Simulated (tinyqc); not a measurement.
CIS on RHF in the sto-3g basis, for BeH2, spin multiplicity 1, step by step. Computed by tinyqc, a small Python program that keeps every step (integrals from PySCF). Settings: charge = 0, multiplicity = 1, basis = sto-3g, method = RHF, energy threshold = 1e-10, iteration cap = 82, orthogonalisation = symmetric, start = Wolfsberg-Helmholz matrix, DIIS depth = 6. Command: `OMP_NUM_THREADS=1 python tinyqc.py 21989 21990 out.jsonl` (the two numbers bound the seeds that draw the settings). One thread of a shared host (Intel(R) Xeon(R) Processor @ 2.60GHz), about 0.07 s of CPU time with the checks. The early iterations of the SCF are left out here.

## One-electron integrals

Geometry (angstrom):
```
atom        x         y        z
Be    0.00000   0.00000  0.00000
H     0.00000   1.48300  0.00000
H     0.00000  -1.48300  0.00000
```

Basis sto-3g: exponents (1/bohr^2) and contraction coefficients of normalised primitives:
```
element  l (shell)  exponent  coefficient
Be           s (1)  30.16787      0.15433
Be           s (1)   5.49512      0.53533
Be           s (1)   1.48719      0.44463
Be           s (2)   1.31483     -0.09997
Be           s (2)   0.30554      0.39951
Be           s (2)   0.09937      0.70012
Be           p (3)   1.31483      0.15592
Be           p (3)   0.30554      0.60768
Be           p (3)   0.09937      0.39196
H            s (1)   3.42525      0.15433
H            s (1)   0.62391      0.53533
H            s (1)   0.16886      0.44463
```

Overlap, kinetic and nuclear-attraction integrals over the contracted functions; the nuclear repulsion is the sum of Za Zb / Rab.

nuclear repulsion = 3.0330454 hartree

overlap S, order 1Be 1s, 1Be 2s, 1Be 2px, 1Be 2py, 1Be 2pz, 2H 1s, 3H 1s:
```
[[1.00000, 0.25952, 0.00000, 0.00000, 0.00000, 0.05073, 0.05073],
 [0.25952, 1.00000, 0.00000, 0.00000, 0.00000, 0.40347, 0.40347],
 [0.00000, 0.00000, 1.00000, 0.00000, 0.00000, 0.00000, 0.00000],
 [0.00000, 0.00000, 0.00000, 1.00000, 0.00000, 0.48250, -0.48250],
 [0.00000, 0.00000, 0.00000, 0.00000, 1.00000, 0.00000, 0.00000],
 [0.05073, 0.40347, 0.00000, 0.48250, 0.00000, 1.00000, 0.01962],
 [0.05073, 0.40347, 0.00000, -0.48250, 0.00000, 0.01962, 1.00000]]
```

kinetic energy T (hartree), order 1Be 1s, 1Be 2s, 1Be 2px, 1Be 2py, 1Be 2pz, 2H 1s, 3H 1s:
```
[[6.69397, -0.03301, 0.00000, 0.00000, 0.00000, -0.01369, -0.01369],
 [-0.03301, 0.21111, 0.00000, 0.00000, 0.00000, 0.04887, 0.04887],
 [0.00000, 0.00000, 0.66059, 0.00000, 0.00000, 0.00000, 0.00000],
 [0.00000, 0.00000, 0.00000, 0.66059, 0.00000, 0.14873, -0.14873],
 [0.00000, 0.00000, 0.00000, 0.00000, 0.66059, 0.00000, 0.00000],
 [-0.01369, 0.04887, 0.00000, 0.14873, 0.00000, 0.76003, -0.00693],
 [-0.01369, 0.04887, 0.00000, -0.14873, 0.00000, -0.00693, 0.76003]]
```

nuclear attraction V (hartree), order 1Be 1s, 1Be 2s, 1Be 2px, 1Be 2py, 1Be 2pz, 2H 1s, 3H 1s:
```
[[-15.27475, -2.08445, 0.00000, 0.00000, 0.00000, -0.40575, -0.40575],
 [-2.08445, -2.99596, 0.00000, 0.00000, 0.00000, -1.13254, -1.13254],
 [0.00000, 0.00000, -2.91058, 0.00000, 0.00000, 0.00000, 0.00000],
 [0.00000, 0.00000, 0.00000, -3.11156, 0.00000, -1.32128, 1.32128],
 [0.00000, 0.00000, 0.00000, 0.00000, -2.91058, 0.00000, 0.00000],
 [-0.40575, -1.13254, 0.00000, -1.32128, 0.00000, -2.82613, -0.06536],
 [-0.40575, -1.13254, 0.00000, 1.32128, 0.00000, -0.06536, -2.82613]]
```

core Hamiltonian H = T + V (hartree), order 1Be 1s, 1Be 2s, 1Be 2px, 1Be 2py, 1Be 2pz, 2H 1s, 3H 1s:
```
[[-8.58077, -2.11746, 0.00000, 0.00000, 0.00000, -0.41943, -0.41943],
 [-2.11746, -2.78485, 0.00000, 0.00000, 0.00000, -1.08367, -1.08367],
 [0.00000, 0.00000, -2.24999, 0.00000, 0.00000, 0.00000, 0.00000],
 [0.00000, 0.00000, 0.00000, -2.45097, 0.00000, -1.17255, 1.17255],
 [0.00000, 0.00000, 0.00000, 0.00000, -2.24999, 0.00000, 0.00000],
 [-0.41943, -1.08367, 0.00000, -1.17255, 0.00000, -2.06610, -0.07228],
 [-0.41943, -1.08367, 0.00000, 1.17255, 0.00000, -0.07228, -2.06610]]
```

## Two-electron integrals

Functions are numbered as in S; the eight-fold symmetry (ij|kl) = (ji|kl) = (kl|ij) leaves the list below.

Two-electron integrals (ij|kl) in chemists' order, unique and non-zero (hartree):
```
(11|11) 2.29883    (21|11) 0.39204    (21|21) 0.07954    (22|11) 0.57099
(22|21) 0.14304    (22|22) 0.41768    (31|31) 0.01461    (32|31) 0.02189
(32|32) 0.09226    (33|11) 0.56958    (33|21) 0.14308    (33|22) 0.41759
(33|33) 0.44986    (41|41) 0.01461    (42|41) 0.02189    (42|42) 0.09226
(43|43) 0.02425    (44|11) 0.56958    (44|21) 0.14308    (44|22) 0.41759
(44|33) 0.40136    (44|44) 0.44986    (51|51) 0.01461    (52|51) 0.02189
(52|52) 0.09226    (53|53) 0.02425    (54|54) 0.02425    (55|11) 0.56958
(55|21) 0.14308    (55|22) 0.41759    (55|33) 0.40136    (55|44) 0.40136
(55|55) 0.44986    (61|11) 0.07569    (61|21) 0.01535    (61|22) 0.02784
(61|33) 0.02764    (61|41) 0.00136    (61|42) 0.00256    (61|44) 0.02825
(61|55) 0.02764    (61|61) 0.00311    (62|11) 0.18765    (62|21) 0.04772
(62|22) 0.15231    (62|33) 0.14649    (62|41) 0.00624    (62|42) 0.03864
(62|44) 0.16382    (62|55) 0.14649    (62|61) 0.01019    (62|62) 0.08342
(63|31) 0.00433    (63|32) 0.02039    (63|43) 0.00665    (63|63) 0.00756
(64|11) 0.20284    (64|21) 0.05220    (64|22) 0.17470    (64|33) 0.16435
(64|41) 0.01012    (64|42) 0.06005    (64|44) 0.19522    (64|55) 0.16435
(64|61) 0.01163    (64|62) 0.10872    (64|64) 0.14612    (65|51) 0.00433
(65|52) 0.02039    (65|54) 0.00665    (65|65) 0.00756    (66|11) 0.35497
(66|21) 0.09188    (66|22) 0.32897    (66|33) 0.30520    (66|41) 0.01394
(66|42) 0.11194    (66|44) 0.37624    (66|55) 0.30520    (66|61) 0.02010
(66|62) 0.22990    (66|64) 0.31779    (66|66) 0.77461    (71|11) 0.07569
(71|21) 0.01535    (71|22) 0.02784    (71|33) 0.02764    (71|41) -0.00136
(71|42) -0.00256   (71|44) 0.02825    (71|55) 0.02764    (71|61) 0.00284
(71|62) 0.00860    (71|64) 0.00908    (71|66) 0.01637    (71|71) 0.00311
(72|11) 0.18765    (72|21) 0.04772    (72|22) 0.15231    (72|33) 0.14649
(72|41) -0.00624   (72|42) -0.03864   (72|44) 0.16382    (72|55) 0.14649
(72|61) 0.00860    (72|62) 0.04276    (72|64) 0.04493    (72|66) 0.08675
(72|71) 0.01019    (72|72) 0.08342    (73|31) 0.00433    (73|32) 0.02039
(73|43) -0.00665   (73|63) 0.00304    (73|73) 0.00756    (74|11) -0.20284
(74|21) -0.05220   (74|22) -0.17470   (74|33) -0.16435   (74|41) 0.01012
(74|42) 0.06005    (74|44) -0.19522   (74|55) -0.16435   (74|61) -0.00908
(74|62) -0.04493   (74|64) -0.04570   (74|66) -0.09040   (74|71) -0.01163
(74|72) -0.10872   (74|74) 0.14612    (75|51) 0.00433    (75|52) 0.02039
(75|54) -0.00665   (75|65) 0.00304    (75|75) 0.00756    (76|11) 0.01222
(76|21) 0.00302    (76|22) 0.00856    (76|33) 0.00843    (76|44) 0.00880
(76|55) 0.00843    (76|61) 0.00059    (76|62) 0.00320    (76|64) 0.00373
(76|66) 0.00710    (76|71) 0.00059    (76|72) 0.00320    (76|74) -0.00373
(76|76) 0.00018    (77|11) 0.35497    (77|21) 0.09188    (77|22) 0.32897
(77|33) 0.30520    (77|41) -0.01394   (77|42) -0.11194   (77|44) 0.37624
(77|55) 0.30520    (77|61) 0.01637    (77|62) 0.08675    (77|64) 0.09040
(77|66) 0.17840    (77|71) 0.02010    (77|72) 0.22990    (77|74) -0.31779
(77|76) 0.00710    (77|77) 0.77461
```

## Orthogonalisation

S = U s U^T; symmetric (Loewdin) form X = U s^(-1/2) U^T, so that X^T S X = 1.

eigenvalues of S: [0.30777, 0.40597, 0.94949, 1.00000, 1.00000, 1.66416, 1.67262]

X, order 1Be 1s, 1Be 2s, 1Be 2px, 1Be 2py, 1Be 2pz, 2H 1s, 3H 1s:
```
[[1.02857, -0.15212, 0.00000, 0.00000, 0.00000, 0.02059, 0.02059],
 [-0.15212, 1.19363, 0.00000, 0.00000, 0.00000, -0.25842, -0.25842],
 [0.00000, 0.00000, 1.00000, 0.00000, 0.00000, 0.00000, 0.00000],
 [0.00000, 0.00000, 0.00000, 1.28049, 0.00000, -0.36389, 0.36389],
 [0.00000, 0.00000, 0.00000, 0.00000, 1.00000, 0.00000, 0.00000],
 [0.02059, -0.25842, 0.00000, -0.36389, 0.00000, 1.22199, -0.07329],
 [0.02059, -0.25842, 0.00000, 0.36389, 0.00000, -0.07329, 1.22199]]
```

## Iteration 6 (converged): orbitals

converged F (hartree), order 1Be 1s, 1Be 2s, 1Be 2px, 1Be 2py, 1Be 2pz, 2H 1s, 3H 1s:
```
[[-4.52462, -1.28884, 0.00000, 0.00000, 0.00000, -0.26015, -0.26015],
 [-1.28884, -0.60692, 0.00000, 0.00000, 0.00000, -0.36509, -0.36509],
 [0.00000, 0.00000, 0.21382, 0.00000, 0.00000, 0.00000, 0.00000],
 [0.00000, 0.00000, 0.00000, -0.17794, 0.00000, -0.31474, 0.31474],
 [0.00000, 0.00000, 0.00000, 0.00000, 0.21382, 0.00000, 0.00000],
 [-0.26015, -0.36509, 0.00000, -0.31474, 0.00000, -0.25889, -0.02456],
 [-0.26015, -0.36509, 0.00000, 0.31474, 0.00000, -0.02456, -0.25889]]
```

Diagonalise F' = X^T F X, C = X C', fill 3 alpha and 3 beta electrons from the bottom; D = 2 C_occ C_occ^T. Each column has its largest component positive (the first on a tie).

F' = X^T F X (hartree):
```
[[-4.41531, -0.69774, 0.00000, 0.00000, 0.00000, -0.01968, -0.01968],
 [-0.69774, -0.12968, 0.00000, 0.00000, 0.00000, -0.29794, -0.29794],
 [0.00000, 0.00000, 0.21382, 0.00000, 0.00000, 0.00000, 0.00000],
 [0.00000, 0.00000, 0.00000, 0.23280, 0.00000, -0.41201, 0.41201],
 [0.00000, 0.00000, 0.00000, 0.00000, 0.21382, 0.00000, 0.00000],
 [-0.01968, -0.29794, 0.00000, -0.41201, 0.00000, 0.06527, -0.08786],
 [-0.01968, -0.29794, 0.00000, 0.41201, 0.00000, -0.08786, 0.06527]]
```

orbital energies (hartree): [-4.52800, -0.43147, -0.39107, 0.21382, 0.21382, 0.39191, 0.77700]

coefficients C, order 1Be 1s, 1Be 2s, 1Be 2px, 1Be 2py, 1Be 2pz, 2H 1s, 3H 1s:
```
[[0.99181, -0.21544, 0.00000, 0.00000, 0.00000, -0.22771, 0.00000],
 [0.03150, 0.59034, 0.00000, 0.00000, 0.00000, 1.10994, 0.00000],
 [0.00000, 0.00000, 0.00000, 0.00000, 1.00000, 0.00000, 0.00000],
 [0.00000, 0.00000, 0.49793, 0.00000, 0.00000, 0.00000, 1.28707],
 [0.00000, 0.00000, 0.00000, 1.00000, 0.00000, 0.00000, 0.00000],
 [-0.00366, 0.39256, 0.42099, 0.00000, 0.00000, -0.75686, -0.89110],
 [-0.00366, 0.39256, -0.42099, 0.00000, 0.00000, -0.75686, 0.89110]]
```

D after iteration 6, order 1Be 1s, 1Be 2s, 1Be 2px, 1Be 2py, 1Be 2pz, 2H 1s, 3H 1s:
```
[[2.06020, -0.19188, 0.00000, 0.00000, 0.00000, -0.17641, -0.17641],
 [-0.19188, 0.69899, 0.00000, 0.00000, 0.00000, 0.46326, 0.46326],
 [0.00000, 0.00000, 0.00000, 0.00000, 0.00000, 0.00000, 0.00000],
 [0.00000, 0.00000, 0.00000, 0.49586, 0.00000, 0.41924, -0.41924],
 [0.00000, 0.00000, 0.00000, 0.00000, 0.00000, 0.00000, 0.00000],
 [-0.17641, 0.46326, 0.00000, 0.41924, 0.00000, 0.66269, -0.04623],
 [-0.17641, 0.46326, 0.00000, -0.41924, 0.00000, -0.04623, 0.66269]]
```

Within a degenerate level the vectors are fixed only up to a rotation; this is one choice.

## Convergence

Stop when the energy changes by less than 1e-10 hartree and every element of the error matrix X^T (F D S - S D F) X is below 3e-06.

Course of the cycle:
```
iteration  E (hartree)     change  largest element of the error matrix
1          -15.5120407          -                             1.41e-01
2          -15.5357982  -2.38e-02                             1.78e-02
3          -15.5362808  -4.83e-04                             2.26e-03
4          -15.5362937  -1.29e-05                             1.04e-04
5          -15.5362937  -1.81e-08                             4.25e-07
6          -15.5362937  -1.14e-13                             4.69e-10
```

PySCF RHF in the same basis = -15.5362937 hartree

Converged in 6 iterations.

## Integrals over molecular orbitals

(pq|rs) = sum C_ip C_jq C_kr C_ls (ij|kl), one index at a time.

one-electron integrals over orbitals h = C^T H C (hartree):
```
[[-8.56934, 0.21303, 0.00000, 0.00000, 0.00000, 0.20233, 0.00000],
 [0.21303, -2.35190, 0.00000, 0.00000, 0.00000, -0.22180, 0.00000],
 [0.00000, 0.00000, -2.29755, 0.00000, 0.00000, 0.00000, -0.30496],
 [0.00000, 0.00000, 0.00000, -2.24999, 0.00000, 0.00000, 0.00000],
 [0.00000, 0.00000, 0.00000, 0.00000, -2.24999, 0.00000, 0.00000],
 [0.20233, -0.22180, 0.00000, 0.00000, 0.00000, -1.90302, 0.00000],
 [0.00000, 0.00000, -0.30496, 0.00000, 0.00000, 0.00000, -1.84736]]
```

Two-electron integrals over orbitals (pq|rs), unique and non-zero (hartree):
```
(11|11) 2.27174    (21|11) -0.19008   (21|21) 0.02450    (22|11) 0.46708
(22|21) -0.00599   (22|22) 0.38224    (31|31) 0.00532    (32|31) 0.01196
(32|32) 0.16090    (33|11) 0.43263    (33|21) -0.00250   (33|22) 0.39471
(33|33) 0.41804    (41|41) 0.01576    (42|41) 0.01503    (42|42) 0.04797
(43|43) 0.01319    (44|11) 0.56918    (44|21) -0.00748   (44|22) 0.35868
(44|33) 0.34250    (44|44) 0.44986    (51|51) 0.01576    (52|51) 0.01503
(52|52) 0.04797    (53|53) 0.01319    (54|54) 0.02425    (55|11) 0.56918
(55|21) -0.00748   (55|22) 0.35868    (55|33) 0.34250    (55|44) 0.40136
(55|55) 0.44986    (61|11) -0.19056   (61|21) 0.02512    (61|22) -0.00621
(61|33) -0.00332   (61|44) -0.00544   (61|55) -0.00544   (61|61) 0.02589
(62|11) 0.12887    (62|21) -0.00622   (62|22) -0.01787   (62|33) -0.04282
(62|44) 0.06257    (62|55) 0.06257    (62|61) -0.00493   (62|62) 0.08122
(63|31) -0.00106   (63|32) -0.09268   (63|63) 0.08551    (64|41) 0.01629
(64|42) 0.04689    (64|64) 0.04996    (65|51) 0.01629    (65|52) 0.04689
(65|65) 0.04996    (66|11) 0.46635    (66|21) -0.00672   (66|22) 0.38316
(66|33) 0.39426    (66|44) 0.35779    (66|55) 0.35779    (66|61) -0.00649
(66|62) -0.02973   (66|66) 0.39947    (71|31) 0.01008    (71|32) 0.01864
(71|63) -0.00046   (71|71) 0.01929    (72|31) 0.00425    (72|32) -0.04076
(72|63) 0.06206    (72|71) 0.00810    (72|72) 0.05702    (73|11) 0.14743
(73|21) -0.00434   (73|22) -0.00112   (73|33) -0.01833   (73|44) 0.06682
(73|55) 0.06682    (73|61) -0.00355   (73|62) 0.07680    (73|66) -0.02202
(73|73) 0.08555    (74|43) 0.01345    (74|74) 0.01684    (75|53) 0.01345
(75|75) 0.01684    (76|31) 0.01023    (76|32) 0.14091    (76|63) -0.09257
(76|71) 0.01638    (76|72) -0.05011   (76|76) 0.13801    (77|11) 0.55681
(77|21) -0.00801   (77|22) 0.40958    (77|33) 0.42672    (77|44) 0.38220
(77|55) 0.38220    (77|61) -0.00800   (77|62) -0.02454   (77|66) 0.41904
(77|73) -0.00092   (77|77) 0.46579
```

## CIS matrix, singlets

A(ia,jb) = (e_a - e_i) d_ij d_ab + 2 (ia|jb) - (ij|ab).

CIS matrix A, singlet (hartree), order 1>4, 1>5, 1>6, 1>7, 2>4, 2>5, 2>6, 2>7, 3>4, 3>5, 3>6, 3>7:
```
[[4.20416, 0.00000, 0.00000, 0.00000, 0.03753, 0.00000, 0.00000, 0.00000, 0.00000, 0.00000, 0.00000, 0.00000],
 [0.00000, 4.20416, 0.00000, 0.00000, 0.00000, 0.03753, 0.00000, 0.00000, 0.00000, 0.00000, 0.00000, 0.00000],
 [0.00000, 0.00000, 4.50533, 0.00000, 0.00000, 0.00000, -0.00314, 0.00000, 0.00000, 0.00000, 0.00000, -0.01733],
 [0.00000, 0.00000, 0.00000, 4.78676, 0.00000, 0.00000, 0.00000, 0.02421, 0.00000, 0.00000, -0.01116, 0.00000],
 [0.03753, 0.00000, 0.00000, 0.00000, 0.38255, 0.00000, 0.00000, 0.00000, 0.00000, 0.00000, 0.00000, 0.00000],
 [0.00000, 0.03753, 0.00000, 0.00000, 0.00000, 0.38255, 0.00000, 0.00000, 0.00000, 0.00000, 0.00000, 0.00000],
 [0.00000, 0.00000, -0.00314, 0.00000, 0.00000, 0.00000, 0.60266, 0.00000, 0.00000, 0.00000, 0.00000, 0.01269],
 [0.00000, 0.00000, 0.00000, 0.02421, 0.00000, 0.00000, 0.00000, 0.91293, 0.00000, 0.00000, -0.01679, 0.00000],
 [0.00000, 0.00000, 0.00000, 0.00000, 0.00000, 0.00000, 0.00000, 0.00000, 0.28878, 0.00000, 0.00000, 0.00000],
 [0.00000, 0.00000, 0.00000, 0.00000, 0.00000, 0.00000, 0.00000, 0.00000, 0.00000, 0.28878, 0.00000, 0.00000],
 [0.00000, 0.00000, 0.00000, -0.01116, 0.00000, 0.00000, 0.00000, -0.01679, 0.00000, 0.00000, 0.55974, 0.00000],
 [0.00000, 0.00000, -0.01733, 0.00000, 0.00000, 0.00000, 0.01269, 0.00000, 0.00000, 0.00000, 0.00000, 0.91247]]
```

## CIS singlet states

dipole integrals <i|r|a> (bohr), order 1>4, 1>5, 1>6, 1>7, 2>4, 2>5, 2>6, 2>7, 3>4, 3>5, 3>6, 3>7:
```
[[0.00000, 0.00000, 0.15166],
 [0.15166, 0.00000, 0.00000],
 [0.00000, 0.00000, 0.00000],
 [0.00000, 0.13636, 0.00000],
 [0.00000, 0.00000, 0.96494],
 [0.96494, 0.00000, 0.00000],
 [0.00000, 0.00000, 0.00000],
 [0.00000, -0.66226, 0.00000],
 [0.00000, 0.00000, 0.00000],
 [0.00000, 0.00000, 0.00000],
 [0.00000, -1.27233, 0.00000],
 [0.00000, 0.00000, 0.00000]]
```

Diagonalise A (1 hartree = 27.211386 eV); each vector has its largest component positive (the first on a tie). The transition dipole is mu = sqrt2 sum c_ia <i|r|a>.

singlet excitation energies (eV): [7.85797, 7.85797, 10.39979, 10.39979, 15.20903, 16.38508, 24.84124, 24.85936, 114.41099, 114.41099, 122.59872, 130.25940]

lowest vectors, order 1>4, 1>5, 1>6, 1>7, 2>4, 2>5, 2>6, 2>7, 3>4, 3>5, 3>6, 3>7:
```
[[0.00000, 0.00000, -0.00982, 0.00000, 0.00000, 0.00000],
 [0.00000, 0.00000, 0.00000, -0.00982, 0.00000, 0.00000],
 [0.00000, 0.00000, 0.00000, 0.00000, 0.00000, 0.00062],
 [0.00000, 0.00000, 0.00000, 0.00000, 0.00237, 0.00000],
 [0.00000, 0.00000, 0.99995, 0.00003, 0.00000, 0.00000],
 [0.00000, 0.00000, -0.00003, 0.99995, 0.00000, 0.00000],
 [0.00000, 0.00000, 0.00000, 0.00000, 0.00000, 0.99917],
 [0.00000, 0.00000, 0.00000, 0.00000, 0.04722, 0.00000],
 [-0.00623, 0.99998, 0.00000, 0.00000, 0.00000, 0.00000],
 [0.99998, 0.00623, 0.00000, 0.00000, 0.00000, 0.00000],
 [0.00000, 0.00000, 0.00000, 0.00000, 0.99888, 0.00000],
 [0.00000, 0.00000, 0.00000, 0.00000, 0.00000, -0.04081]]
```

oscillator strengths 2/3 w |mu|^2: [0.00000, 0.00000, 0.47296, 0.47296, 1.26304, 0.00000]

Within a degenerate level the vectors are fixed only up to a rotation; this is one choice.

## CIS matrix, triplets

A(ia,jb) = (e_a - e_i) d_ij d_ab - (ij|ab).

CIS matrix A, triplet (hartree), order 1>4, 1>5, 1>6, 1>7, 2>4, 2>5, 2>6, 2>7, 3>4, 3>5, 3>6, 3>7:
```
[[4.17265, 0.00000, 0.00000, 0.00000, 0.00748, 0.00000, 0.00000, 0.00000, 0.00000, 0.00000, 0.00000, 0.00000],
 [0.00000, 4.17265, 0.00000, 0.00000, 0.00000, 0.00748, 0.00000, 0.00000, 0.00000, 0.00000, 0.00000, 0.00000],
 [0.00000, 0.00000, 4.45356, 0.00000, 0.00000, 0.00000, 0.00672, 0.00000, 0.00000, 0.00000, 0.00000, -0.01023],
 [0.00000, 0.00000, 0.00000, 4.74819, 0.00000, 0.00000, 0.00000, 0.00801, 0.00000, 0.00000, -0.01023, 0.00000],
 [0.00748, 0.00000, 0.00000, 0.00000, 0.28662, 0.00000, 0.00000, 0.00000, 0.00000, 0.00000, 0.00000, 0.00000],
 [0.00000, 0.00748, 0.00000, 0.00000, 0.00000, 0.28662, 0.00000, 0.00000, 0.00000, 0.00000, 0.00000, 0.00000],
 [0.00000, 0.00000, 0.00672, 0.00000, 0.00000, 0.00000, 0.44022, 0.00000, 0.00000, 0.00000, 0.00000, -0.14091],
 [0.00000, 0.00000, 0.00000, 0.00801, 0.00000, 0.00000, 0.00000, 0.79889, 0.00000, 0.00000, -0.14091, 0.00000],
 [0.00000, 0.00000, 0.00000, 0.00000, 0.00000, 0.00000, 0.00000, 0.00000, 0.26239, 0.00000, 0.00000, 0.00000],
 [0.00000, 0.00000, 0.00000, 0.00000, 0.00000, 0.00000, 0.00000, 0.00000, 0.00000, 0.26239, 0.00000, 0.00000],
 [0.00000, 0.00000, 0.00000, -0.01023, 0.00000, 0.00000, 0.00000, -0.14091, 0.00000, 0.00000, 0.38872, 0.00000],
 [0.00000, 0.00000, -0.01023, 0.00000, 0.00000, 0.00000, -0.14091, 0.00000, 0.00000, 0.00000, 0.00000, 0.74136]]
```

## CIS triplet states

Diagonalise A (1 hartree = 27.211386 eV); each vector has its largest component positive (the first on a tie).

triplet excitation energies (eV): [7.14011, 7.14011, 7.79889, 7.79889, 9.38683, 10.46457, 21.68663, 22.92851, 113.54389, 113.54389, 121.18866, 129.20593]

lowest vectors, order 1>4, 1>5, 1>6, 1>7, 2>4, 2>5, 2>6, 2>7, 3>4, 3>5, 3>6, 3>7:
```
[[0.00000, 0.00000, -0.00192, 0.00001, 0.00000, 0.00000],
 [0.00000, 0.00000, -0.00001, -0.00192, 0.00000, 0.00000],
 [0.00000, 0.00000, 0.00000, 0.00000, 0.00000, -0.00061],
 [0.00000, 0.00000, 0.00000, 0.00000, 0.00168, 0.00000],
 [0.00000, 0.00000, 0.99999, -0.00361, 0.00000, 0.00000],
 [0.00000, 0.00000, 0.00361, 0.99999, 0.00000, 0.00000],
 [0.00000, 0.00000, 0.00000, 0.00000, 0.00000, 0.93009],
 [0.00000, 0.00000, 0.00000, 0.00000, 0.29644, 0.00000],
 [0.99998, 0.00605, 0.00000, 0.00000, 0.00000, 0.00000],
 [-0.00605, 0.99998, 0.00000, 0.00000, 0.00000, 0.00000],
 [0.00000, 0.00000, 0.00000, 0.00000, 0.95505, 0.00000],
 [0.00000, 0.00000, 0.00000, 0.00000, 0.00000, 0.36732]]
```

Within a degenerate level the vectors are fixed only up to a rotation; this is one choice.
